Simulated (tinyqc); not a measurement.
# Trap density from the leakage

Question. Trap-assisted leakage is J = q Nt times the integral over x of the rate through one trap. Find Nt, the areal density Nt t and the mean in-plane spacing (Nt t)^(-1/2).

Inputs (values chosen for the exercise):
```
symbol,value,unit,meaning
t,4.8,nm,thickness
```

Constants: q = 1.602176634e-19 C. Results are converted to the units shown.

J = 2.2983784e-8 A/cm^2
integral of the rate over x = 1.8630324 nm/s

Answer. J is proportional to Nt.

Nt = 7.70e17 cm^-3
Nt t = 3.70e11 cm^-2
in-plane spacing = 16.4 nm

Numbers from tinyqc (`OMP_NUM_THREADS=1 python tinyqc.py 2370141 2370142 out.jsonl`; about 0.04 s on one thread of a shared Intel Xeon 2.30GHz).
